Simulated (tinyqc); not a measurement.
Raman line shape of confined optical phonons and breathing modes of small crystals: one step, computed by the program tinyqc. Command: `OMP_NUM_THREADS=1 python tinyqc.py 3025866 3025867 out.jsonl confine walk`. One thread of a shared host (Intel(R) Xeon(R) Processor @ 2.30GHz), about 0.02 s of CPU time with the checks.

Confinement in 3 direction(s) lets phonons with q away from zero scatter light. q is in units of 2 pi/a, from 0 to 1, and the branch is isotropic: omega(q)^2 = (omega_0^2 + omega_X^2)/2 + ((omega_0^2 - omega_X^2)/2) cos(pi q). The model and its constant beta are phenomenological; beta = 8 is the common choice.

Question. Range of wave vectors. Weight W(q) = q^2 exp(-(2 L q/a)^2/(2 beta)) dq, that is exp(-k^2 L^2/(2 beta pi^2)) for k = 2 pi q/a. Width q_c = a sqrt(2 beta)/(2 L), where the exponential falls to 1/e; curvature of the branch: omega(q) = omega_0 - c q^2, c = pi^2 (omega_0^2 - omega_X^2)/(8 omega_0); for small q_c the mean of q^2 is (number of confined directions) q_c^2/2, and the mean shift is -c times that.

Inputs (values chosen for the exercise, modelled on silicon):
```
quantity                                value      unit
bulk frequency omega_0                  520.9      1/cm
frequency at the zone boundary omega_X    400      1/cm
lattice constant a                      5.431  angstrom
size L                                    3.8        nm
confinement constant beta                   8         -
```

Shape: sphere.

Give: q_c; curvature c; mean shift, quadratic estimate; omega(q_c) - omega_0.

Answer.

q_c = 0.2858 2 pi/a

curvature c = 263.7 1/cm

mean shift, quadratic estimate = -32.32 1/cm

omega(q_c) - omega_0 = -20.54 1/cm
